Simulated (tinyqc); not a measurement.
Round or elliptic silicon nanowire with anisotropic valleys (Ritz method): one step. Lowest level in this basis. Four cases, with inputs chosen for the exercise.

Task: Solve H p = E S p for the wire level; give E, the ratios p2/p1 and p3/p1, and H11/S11.

Give: E; ratios; one function.

Case 1.

S:
```
              1         u^2         v^2
1    1.04719755  0.13089969  0.13089969
u^2  0.13089969  0.03926991  0.01308997
v^2  0.13089969  0.01308997  0.03926991
```

H (meV):
```
             1       u^2       v^2
1    47.675931  7.945989  7.945989
u^2   7.945989  9.541923  0.993249
v^2   7.945989  0.993249  4.363557
```

Result:

E = 43.2 meV

ratios: -0.25  -0.82

one function = 45.5 meV

The two added functions lower the level by 2.3 meV (5.1 %), mostly by narrowing the state along v, the direction in which the stretched ellipse is long.

Case 2.

S:
```
              1         u^2         v^2
1    1.04719755  0.13089969  0.13089969
u^2  0.13089969  0.03926991  0.01308997
v^2  0.13089969  0.01308997  0.03926991
```

H (meV):
```
             1        u^2        v^2
1    88.447300  14.741217  14.741217
u^2  14.741217  13.672275   1.842652
v^2  14.741217   1.842652  12.124854
```

Result:

E = 81.4 meV

ratios: -0.36  -0.43

one function = 84.5 meV

The two added functions lower the level by 3.1 meV (3.6 %); the two ratios are close, as the stretched shape is nearly a circle.

Case 3.

S:
```
              1         u^2         v^2
1    1.04719755  0.13089969  0.13089969
u^2  0.13089969  0.03926991  0.01308997
v^2  0.13089969  0.01308997  0.03926991
```

H (meV):
```
             1       u^2       v^2
1    52.984717  8.830786  8.830786
u^2   8.830786  6.282762  1.103848
v^2   8.830786  1.103848  9.171114
```

Result:

E = 48.6 meV

ratios: -0.53  -0.31

one function = 50.6 meV

The two added functions lower the level by 2.0 meV (3.9 %), mostly by narrowing the state along u, the direction in which the stretched ellipse is long.

Case 4.

S:
```
              1         u^2         v^2
1    1.04719755  0.13089969  0.13089969
u^2  0.13089969  0.03926991  0.01308997
v^2  0.13089969  0.01308997  0.03926991
```

H (meV):
```
              1        u^2        v^2
1    292.604486  48.767414  48.767414
u^2   48.767414  65.448583   6.095927
v^2   48.767414   6.095927  19.894392
```

Result:

E = 254.1 meV

ratios: -0.20  -1.51

one function = 279.4 meV

The two added functions lower the level by 25.3 meV (9.1 %), mostly by narrowing the state along v, the direction in which the stretched ellipse is long.

Computed by tinyqc, one run a case: `OMP_NUM_THREADS=1 python tinyqc.py N N+1 out.jsonl` with N = 1250792, 1250864, 1250887, 1251056; one thread of a shared Intel(R) Xeon(R) Processor @ 2.30GHz, about 0.09 s a run at most.
